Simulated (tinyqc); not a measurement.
## Doping and flat-band voltage from the body effect

Question. VT = Vfb + 2 phiF + gamma sqrt(2 phiF + Vsb), phiF = Vt ln(Na/ni), gamma = sqrt(2 q eps0 eps_r Na)/Cox, Cox = eps0 eox/tox. Find Na, gamma and Vfb from two thresholds.

Parameters, values chosen for the exercise; material values close to those of gallium nitride:
```
symbol  value  unit                                      meaning
T         325     K                                  temperature
eps_r    9.56         relative permittivity of the semiconductor
eox      3.99        relative permittivity of the gate insulator
tox       4.4    nm                          insulator thickness
```

Constants: q = 1.602176634e-19 C, kB = 1.380649e-23 J/K, Vt = kB T/q, eps0 = 8.8541878128e-14 F/cm where lengths are in cm. Results are converted to the units shown.

VT at Vsb = 0 and 2.3 V (V): 2.9712748  3.3600594
ni = 1.4620937e-8 cm^-3

Answer. The difference of the thresholds, gamma [sqrt(2 phiF + Vsb) - sqrt(2 phiF)], holds no Vfb and rises with Na, so it has one root; Vfb then follows from the first threshold.

Na = 1.20e18 cm^-3
gamma = 0.711 V^0.5
Vfb = -1.67 V

Computed by the program tinyqc: `OMP_NUM_THREADS=1 python tinyqc.py 2360097 2360098 out.jsonl`, one thread of a shared Intel Xeon 2.30GHz, about 0.04 s for the whole run.
